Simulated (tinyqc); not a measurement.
# From photovoltage V back to photon flux entering

Model: surface photovoltage measurement of the minority-carrier diffusion length in a wafer. Computed by tinyqc, a small Python program. Command: `OMP_NUM_THREADS=1 python tinyqc.py 3130484 3130485 out.jsonl spv inv`. One thread of a shared host (Intel(R) Xeon(R) Processor @ 2.30GHz), about 0.02 s of CPU time with the checks.

Low injection, steady light, a depletion layer much thinner than 1/alpha and L. The excess density dn is taken at the front edge of the neutral region; light that reaches the back is lost.

Inputs (values chosen for the exercise, modelled on p-type silicon at room temperature):
```
quantity                                             value        unit
diffusion length L                                     780  micrometre
wafer thickness W                                      525  micrometre
diffusivity D                                         29.6      cm^2/s
front recombination velocity S_f                      6800        cm/s
back recombination velocity S_b                      28000        cm/s
minority density at the surface barrier scale n_0  8.2e+10      1/cm^3
temperature T                                          298           K
wavelength                                             992          nm
```

Constants: k_B = 8.617333262e-05 eV/K.

Method:
- alpha = (84.732/lambda - 76.417)^2 per cm with lambda in micrometre (an empirical fit for silicon between 0.7 and 1.05 micrometre).
- Thick wafer: dn = Phi L/((S_f + D/L)(L + 1/alpha)). Finite wafer, with s = S_b L/D, w = W/L, a = alpha L: dn = [Phi a/(a^2 - 1)] [a - B - exp(-alpha W)(a - s)/(cosh w + s sinh w)]/(S_f + B D/L), B = (sinh w + s cosh w)/(cosh w + s sinh w).
- Photovoltage V = (k_B T/e) ln(1 + dn/n_0). Lifetime = L^2/D.

Task: A run gave the result below. Find the photon flux entering, known to lie between 1.3e+12 and 2.2e+12 1/(cm^2 s).

photovoltage V = 0.05320363 mV

Result:

Each step takes the trial c = (a f_b - b f_a)/(f_b - f_a), f being the result less the target and a, b, c the logarithms of the listed values; c replaces end b, the old b replaces a if the sign of f changed, and otherwise f_a is halved.

Scan of the range:
```
photon flux entering (1/(cm^2 s))  photovoltage V (mV)
1.30e+12                                     0.0413513
1.42e+12                                     0.0451650
1.55e+12                                     0.0492958
1.69e+12                                     0.0537437
1.85e+12                                     0.0588260
2.02e+12                                     0.0642249
2.20e+12                                     0.0699401
```

False position (Illinois rule, in the logarithm of the input) inside the bracket:
```
step        end a        end b        trial  photovoltage V (mV)
1     1.55000e+12  1.69000e+12  1.67235e+12            0.0531829
2     1.69000e+12  1.67235e+12  1.67300e+12            0.0532035
3     1.69000e+12  1.67300e+12  1.67300e+12            0.0532037
4     1.67300e+12  1.67300e+12  1.67300e+12            0.0532036
```

Photovoltage V rises at every point of a 13-point scan of the range (every second point is shown), so one value fits; it is bracketed by 1.55e12 and 1.69e12. Answer: photon flux entering = 1.673e12 1/(cm^2 s).
